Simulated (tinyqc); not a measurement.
Oxide trap near a transistor channel: two-state multiphonon kinetics, telegraph noise and bias instability. Changing the temperature T. Computed by tinyqc, a small Python program. Command: `OMP_NUM_THREADS=1 python tinyqc.py 3016851 3016852 out.jsonl oxidetrap sweep`. One thread of a shared host (Intel(R) Xeon(R) Processor @ 2.30GHz), about 0.01 s of CPU time with the checks.

An n-channel device under positive gate bias. The trap is empty (state 1) or holds an electron (state 2); both states are parabolas of equal curvature, and the electron reservoir is taken at the Fermi level of the channel.

Inputs (values chosen for the exercise, with an insulator like SiO2 on silicon):

| quantity | value | unit |
|---|---|---|
| insulator constant eps_ox | 4.03 | - |
| insulator thickness t_ox | 3.8 | nm |
| trap depth x from the interface | 1.6 | nm |
| tunnel barrier phi_b | 3.04 | eV |
| tunnelling mass m_ox | 0.45 | m_0 |
| trap level above E_F at zero field E_t | 0.37 | eV |
| relaxation energy E_R | 2.5 | eV |
| oxide field F | 2.9 | MV/cm |
| attempt rate k_0 at the interface | 1e+11 | 1/s |
| channel width W | 63 | nm |
| channel length L | 68 | nm |
| frequency f | 20000 | Hz |

Parts treated: one trap.

Constants: hbar^2/(2 m_0) = 3.80998212 eV angstrom^2; k_B = 8.617333262e-05 eV/K; e = 1.602176634e-19 C; eps_0 = 8.8541878128e-12 F/m.

Method:
- kappa = sqrt(2 m_ox phi_b)/hbar = sqrt(m_ox phi_b/(hbar^2/2m_0)); attenuation length lambda = 1/(2 kappa); factor exp(-x/lambda) for a rectangular barrier.
- E_21 = E_t - e F x is the energy of state 2 over state 1; barriers E_c = (E_R + E_21)^2/(4 E_R), E_e = E_c - E_21; tau_c = exp(E_c/k_B T)/(k_0 P), tau_e = exp(E_e/k_B T)/(k_0 P), P the tunnelling factor; occupation f_2 = tau_e/(tau_c + tau_e); 1/tau_0 = 1/tau_c + 1/tau_e.
- Charge-sheet step dV = e (t_ox - x)/(eps_ox eps_0 W L); Lorentzian spectrum S(f) = 4 dV^2 tau_0^2/((tau_c + tau_e)(1 + (2 pi f tau_0)^2)); corner 1/(2 pi tau_0); variance dV^2 f_2 (1 - f_2) = dV^2 tau_0/(tau_c + tau_e).

One run for each value:

| temperature T (K) | capture time tau_c (s) | emission time tau_e (s) | corner frequency (Hz) | occupation f_2 |
|---|---|---|---|---|
| 200 | 8.218e+11 | 1.921e+14 | 1.945e-13 | 0.9957 |
| 240 | 3.045e+09 | 2.867e+11 | 5.283e-11 | 0.9895 |
| 280 | 5.584e+07 | 2.747e+09 | 2.908e-09 | 0.9801 |
| 320 | 2.783e+06 | 8.413e+07 | 5.908e-08 | 0.9680 |
| 360 | 2.701e+05 | 5.591e+06 | 6.177e-07 | 0.9539 |
| 400 | 4.180e+04 | 6.390e+05 | 4.057e-06 | 0.9386 |
| 440 | 9.080e+03 | 1.083e+05 | 1.900e-05 | 0.9227 |
| 480 | 2.544e+03 | 2.469e+04 | 6.901e-05 | 0.9066 |

Over the rows, capture time tau_c (s) falls from 8.22e11 to 2540 (exponent d ln y / d ln x -31 between the first rows and -15 between the last); emission time tau_e (s) falls from 1.92e14 to 24700 (exponent d ln y / d ln x -36 between the first rows and -17 between the last); corner frequency (Hz) rises from 1.95e-13 to 6.90e-5 (exponent d ln y / d ln x 31 between the first rows and 15 between the last). Arrhenius slopes give 0.579 eV for capture and 0.673 eV for emission; elastic tunnelling alone would leave only their difference E_21.

Caution (rows 200, 240): at this temperature nuclear tunnelling through such barriers shortens the times below these classical values.
